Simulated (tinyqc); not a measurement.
Free and nearly free electrons in a metal: sweeps and comparisons. A value that a table varies takes the place of the one given here.

The cubic cell holds 4 atoms: n = 4 z/a^3, kF = (3 pi^2 n)^(1/3), EF = c kF^2/m, vF = 2 c kF/(m hbar), c = hbar^2/2m0; rs = (3/(4 pi n))^(1/3)/a0; D(EF) = 3 n/(2 EF).

Two plane waves k and k - G, G = (111) (2 pi/a): H = [[c k^2/m, V], [V, c (k - G)^2/m]] with c = hbar^2/2m0.

Square wire of width w with grain size w: rho/rho0 = 1/(1 - 3 al/2 + 3 al^2 - 3 al^3 ln(1 + 1/al)) + (3/4) (1 - p) l/w, with al = (l/w) Rg/(1 - Rg) (Mayadas-Shatzkes plus the thick-wire form of Fuchs-Sondheimer); l = hbar kF/(n e^2 rho), e = 1.602176634e-19 C.

Constants: hbar^2/2m0 = 3.80998211 eV angstrom^2; hbar = 6.58211957e-16 eV s; a0 (Bohr radius) = 0.5291772105 angstrom.

Values chosen for the exercise (near those of Cu, whose d bands this model ignores; shifted at random, so the results belong to these values and not to a real crystal): a = 3.61 angstrom (fcc lattice constant); z = 1 (free electrons an atom); m = 1.57 m0 (mass); rho = 1.83 micro-ohm cm (bulk resistivity); p = 0 (specularity of the surfaces); Rg = 0.18 (reflection at grain boundaries); w = 20 nm (wire width).

## When the Fermi surface touches the face

On the face the lower band is E = c (G^2/4 + q^2)/m - V, q along the face. EF is held at its free value. A neck opens where EF > c G^2/(4m) - V, with radius q; the second band fills where EF > c G^2/(4m) + V.

Necks:
```
V (eV)  lower band at the face centre (eV)  neck radius (1/angstrom)  radius/kF
0.2                                  5.314                         -          -
0.5                                  5.014                         -          -
0.8                                  4.714                         -          -
1.1                                  4.414                    0.1785      0.131
1.4                                  4.114                    0.3943      0.290
1.8                                  3.714                    0.5660      0.416
2.2                                  3.314                    0.6965      0.512
2.6                                  2.914                    0.8062      0.593
```

EF = 4.491 eV
c G^2/(4m) = 5.514 eV

Contact needs V > 1.023 eV. It is first met at V = 1.1 eV of those listed, and the radius then grows as the square root of the excess, to 0.593 kF at 2.6 eV. EF is held at its free value here; a count of states lowers it as V grows, strongly for V of an eV or more, so the threshold is a lower bound, the radii are upper bounds, and some necks may vanish.

## Resistivity of narrow wires

Wires:
```
w (nm)     al  grain term (factor - 1)  surface term  rho (micro-ohm cm)
200     0.039                    0.058         0.135                2.18
100     0.079                    0.115         0.269                2.53
50      0.158                    0.228         0.539                3.23
30      0.263                    0.375         0.898                4.16
20      0.394                    0.556         1.347                5.31
14      0.563                    0.787         1.924                6.79
10      0.788                    1.092         2.694                8.76
7       1.126                    1.548         3.848               11.71
```

l = 35.92 nm

At 7 nm the resistivity is 6.40 times the bulk value; surfaces add more (1.55 from grains, 3.85 from surfaces). It passes twice the bulk value between 50 and 30 nm. The surface formula is meant for w above l = 36 nm, so the rows below that are rough.

## What sets the wire resistivity

All results formed anew. Each row changes one parameter from the base and keeps the others.

Results:
```
case                      EF (eV)  l (nm)  wire rho (micro-ohm cm)
base                        4.491   35.92                    5.312
a = 3.718 angstrom          4.234   38.10                    5.522
m = 1.884 m0                3.742   35.92                    5.312
rho = 2.196 micro-ohm cm    4.491   29.93                    5.683
p = 0.3                     4.491   35.92                    4.573
Rg = 0.126                  4.491   35.92                    4.970
w = 14 nm                   4.491   35.92                    6.791
```

The largest shifts from the base row, up to three for each result and ties (the steps differ in size, so this ranks the rows, not the parameters). EF (eV): m -0.748, a -0.257; unchanged at the printed digits by rho, p, Rg and w. l (nm): rho -5.99, a +2.18; unchanged at the printed digits by m, p, Rg and w. wire rho (micro-ohm cm): w +1.479, p -0.739, rho +0.371; unchanged at the printed digits by m. The mass drops out of l at given rho, because vF falls and tau rises by the same factor.

tinyqc: `OMP_NUM_THREADS=1 python tinyqc.py 1681855 1681856 out.jsonl`; about 0.01 s, one thread, shared Intel(R) Xeon(R) Processor @ 2.30GHz.
